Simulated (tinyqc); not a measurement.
Random telegraph noise from one oxide trap in a small MOSFET: time constants and noise against gate voltage.

An acceptor-like trap exchanges electrons with the channel. Inversion charge Q = Cox u, u = n Vt W0(exp((Vg - VT)/(n Vt))), W0 the Lambert function, n = nf, Cox = eps0 eox/tox; linear regime Id = (W/L) mu Q Vd. Relative to threshold the surface potential rises by Vt ln(u/u0) and the oxide voltage by the rest of Vg - VT, with u0 = n Vt W0(1).

N = Cox u/q; dpsi = Vt ln(u/u0); E = E0 - dpsi - (xt/tox)(Vg - VT - dpsi); capture time tc = 1/[(N/zi) vth s0 exp(-xt/lt - EB/Vt)]; emission time te = tc exp(-E/Vt); occupancy te/(tc + te). A = W L; threshold step dV = q (1 - xt/tox)/(Cox A); gm/Id = 1/(u + n Vt); relative step dI/I = (gm/Id) dV + asc mu/A. fc = (1/tc + 1/te)/(2 pi); rms = (dI/I) sqrt(tc te)/(tc + te).

Values chosen for this exercise; values of the order met in silicon transistors: temperature T = 250 K; relative permittivity of the gate insulator (close to hafnium oxide) eox = 22.2; insulator thickness tox = 3 nm; depth of the trap from the channel interface xt = 1.2 nm; trap level above the channel Fermi level at threshold E0 = 0.09 eV; capture prefactor s0 = 2e-17 cm^2; capture barrier (lattice relaxation) EB = 0.44 eV; tunnelling decay length lt = 0.13 nm; thermal velocity vth = 2.3e7 cm/s; thickness of the inversion layer zi = 2.3 nm; threshold voltage VT = 0.45 V; body factor nf = 1.28; gate width W = 280 nm; gate length L = 37 nm; mobility mu = 120 cm^2/(V s); scattering coefficient of the charged trap asc = 0 V s; drain voltage Vd = 0.02 V.

Constants: q = 1.602176634e-19 C, kB = 1.380649e-23 J/K, Vt = kB T/q, eps0 = 8.8541878128e-14 F/cm where lengths are in cm. Results are converted to the units shown.

Results:
```
Vg (V)      E (eV)  tc (s)  te (s)  occupancy  dI/I (%)    fc (Hz)  rms dI/I (%)
0.37       0.15284   64307  53.342  8.2880e-4   0.48811  0.0029861      0.014046
0.49      0.063915  2710.9  139.53   0.048948   0.22953  0.0011994      0.049523
0.55      0.030065  1265.3  313.40    0.19852   0.14065  6.3362e-4      0.056104
0.61    -2.9104e-4  773.80  784.32    0.50338  0.096256  4.0860e-4      0.048127
0.67     -0.028831  544.60  2076.3    0.79221  0.071727  3.6890e-4      0.029102
0.73     -0.056316  415.90  5679.0    0.93176  0.056646  4.1070e-4      0.014283
0.79     -0.083126  334.65   15861    0.97934  0.046583  4.8563e-4     0.0066266
0.85      -0.10947  279.12   44940    0.99383  0.039447  5.7375e-4     0.0030896
```

Estimate the missing row, Vg = 0.43 V.

Computed row:
```
Vg (V)   E (eV)  tc (s)  te (s)  occupancy  dI/I (%)    fc (Hz)  rms dI/I (%)
0.43    0.10448  9767.9  76.473  0.0077682   0.38228  0.0020975      0.033562
```

With this row back in the table: tc falls from 64300 to 279 s as the channel fills and te rises from 53.3 to 44900 s; they are equal at Vg = 0.609 V, where E = 0. The rms noise goes from 0.0140 through a maximum of 0.0561 (at Vg = 0.55 V among the rows listed) to 0.00309 %. The slope -Vt d ln(tc/te)/dVg is 0.806 between the first two rows and 0.439 between the last two; it tends to xt/tox = 0.400 only when the surface potential stops moving.

Range of the model: VT is taken as given; short-channel effects and the uneven flow of current among few electrons are left out.

Program tinyqc, `OMP_NUM_THREADS=1 python tinyqc.py 2710049 2710050 out.jsonl`; Intel Xeon 2.30GHz, shared host, one thread, about 0.01 s.
